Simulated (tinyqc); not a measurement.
Comparisons within one model: two-dimensional electron gas with Rashba and Dresselhaus coupling. A value that a table varies takes the place of the one given here.

H = c k^2/m + al (ky sx - kx sy) + b1 (kx sx - ky sy) + gam kx ky (kx sy - ky sx), s the Pauli matrices, x = [100], c = hbar^2/2m0, b1 = gam (pi/L)^2 (hard walls). H = c k^2/m + B.s, so E = c k^2/m -/+ |B| and the lower state has its spin along -B.

Constants: hbar^2/2m0 = 3.80998211 eV angstrom^2.

Parameters, chosen for this exercise (of the size met in InAs; shifted at random, so the results belong to these values and not to a real crystal):

| symbol | value | unit | meaning |
|---|---|---|---|
| m | 0.028 | m0 | mass |
| al | 0.25 | eV angstrom | Rashba constant |
| gam | 24.8 | eV angstrom^3 | bulk Dresselhaus constant |
| L | 210 | angstrom | width of the (001) well |
| n | 4.7 | 1e11/cm^2 | sheet density (one subband filled) |

## Splitting and spin direction around the circle

At |k| = k0 = sqrt(2 pi n), 1e11/cm^2 = 1e-5/angstrom^2.

Around the circle:

| phi (deg) | Bx (meV) | By (meV) | splitting (meV) | lower spin (deg) |
|---|---|---|---|---|
| 0.0 | 0.0954 | -4.2961 | 8.5944 | 91.3 |
| 22.5 | 1.7152 | -3.9645 | 8.6392 | 113.4 |
| 45.0 | 3.0608 | -3.0608 | 8.6572 | 135.0 |
| 67.5 | 3.9645 | -1.7152 | 8.6392 | 156.6 |
| 90.0 | 4.2961 | -0.0954 | 8.5944 | 178.7 |
| 112.5 | 3.9737 | 1.5730 | 8.5475 | -158.4 |
| 135.0 | 3.0149 | 3.0149 | 8.5274 | -135.0 |
| 157.5 | 1.5730 | 3.9737 | 8.5475 | -111.6 |

The splitting runs from 8.5274 meV at 135 to 8.6572 meV at 45 degrees. Along [110] it is 2 k |al + b1 - 2 b3| and along [-110] 2 k |al - b1 + 2 b3|, b3 = gam k^2/4. From 0 to 90 degrees the spin turns with k (+87 degrees), the sense of the Rashba term.

## Tuning the Rashba term through the balance point

al = f (b1 - b3) at k0 = sqrt(2 pi n), b3 = gam k0^2/4. Helix wavelength along [110]: 2 pi c/(m |al + b1 - b3|). Dyakonov-Perel rates are proportional to the mean squares of the first harmonics: for spin along z, al^2 + (b1 - b3)^2; for the most protected in-plane spin, (al - (b1 - b3))^2/2 (third harmonic left out); both are given over (b1 - b3)^2.

Against f:

| f | al (meV angstrom) | wavelength (micron) | rate, z | rate, in plane |
|---|---|---|---|---|
| 0.00 | 0.000 | 22.987 | 1.000 | 0.5000 |
| 0.25 | 0.930 | 18.389 | 1.062 | 0.2812 |
| 0.50 | 1.860 | 15.325 | 1.250 | 0.1250 |
| 0.75 | 2.790 | 13.135 | 1.562 | 0.0312 |
| 0.90 | 3.347 | 12.098 | 1.810 | 0.0050 |
| 1.00 | 3.719 | 11.493 | 2.000 | 0.0000 |
| 1.25 | 4.649 | 10.216 | 2.562 | 0.0312 |
| 2.00 | 7.439 | 7.662 | 5.000 | 0.5000 |

At f = 1, al = 3.72 meV angstrom, the first harmonic points along one axis for all k and the listed in-plane rate vanishes; the helix would have wavelength 11.49 micron. But the third harmonic, left out of the table, has b3/(b1 - b3) = 0.49; its mean square, 0.12 in these units against 0.50 for the in-plane rate at f = 0, limits the protection to about the ratio of the two. The uniform z spin still relaxes there, twice as fast as at f = 0.

## What each parameter does

Splittings 2|B| at k0 = sqrt(2 pi n) along [100], [110] and [-110], and E0 = c k0^2/m; 1e11/cm^2 = 1e-5/angstrom^2. Each row changes one parameter from the base and keeps the others.

Results:

| case | [100] (meV) | [110] (meV) | [-110] (meV) | E0 (meV) |
|---|---|---|---|---|
| base | 8.5944 | 8.6572 | 8.5274 | 40.18 |
| m = 0.0308 m0 | 8.5944 | 8.6572 | 8.5274 | 36.53 |
| al = 0.3 eV angstrom | 10.3125 | 10.3756 | 10.2458 | 40.18 |
| gam = 29.76 eV angstrom^3 | 8.5953 | 8.6702 | 8.5144 | 40.18 |
| L = 230 angstrom | 8.5938 | 8.6255 | 8.5591 | 40.18 |
| n = 7.05 1e11/cm^2 | 10.5260 | 10.5258 | 10.5209 | 60.27 |

The largest shifts from the base row, up to three for each result and ties (the steps differ in size, so this ranks the rows, not the parameters). [100] (meV): n +1.9315, al +1.7181, gam +0.0009; unchanged at the printed digits by m. [110] (meV): n +1.8686, al +1.7185, L -0.0317; unchanged at the printed digits by m. [-110] (meV): n +1.9936, al +1.7185, L +0.0317; unchanged at the printed digits by m. E0 (meV): n +20.09, m -3.65; unchanged at the printed digits by al, gam and L.

Computed by tinyqc, a small Python program: `OMP_NUM_THREADS=1 python tinyqc.py 1452768 1452769 out.jsonl` (the numbers bound the seed that draws the inputs); one thread of a shared host (Intel(R) Xeon(R) Processor @ 2.30GHz), about 0.01 s for the whole set of steps.
